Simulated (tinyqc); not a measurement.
Classical nucleation, growth and JMAK kinetics of crystallisation from a melt or glass: one step, computed by the program tinyqc. Command: `OMP_NUM_THREADS=1 python tinyqc.py 3004502 3004503 out.jsonl nucl walk`. One thread of a shared host (Intel(R) Xeon(R) Processor @ 2.30GHz), about 0.01 s of CPU time with the checks.

A spherical nucleus cap on a flat wall with a sharp interface of isotropic energy gamma; lambda = Omega^(1/3) is the jump distance.

Question. Growth velocity. Driving force per volume: dG = H [(T_m - T)/T_m] [2 T/(T_m + T)]. Growth (Wilson-Frenkel): u = (D/lambda) [1 - exp(-dG Omega/(k_B T))]. D = D0 exp(-Q/(k_B T)).

Inputs (values chosen for the exercise, for a model substance): melting point T_m = 1610 K; heat of melting per volume H = 1110 J/cm^3; interface energy gamma = 0.105 J/m^2; atomic volume Omega = 28.6 angstrom^3; temperature T = 1055 K; diffusion prefactor D0 = 6.3e-07 m^2/s; activation energy Q = 1.38 eV; contact angle theta = 35 degrees; wall area per volume S_v = 580000 1/m.

Nucleation: on a flat wall. Driving force: Thompson-Spaepen.

Constants: k_B = 8.617333262e-05 eV/K; k_B = 1.380649e-23 J/K.

Give: growth velocity u.

Answer.

growth velocity u = 2.362e-04 m/s
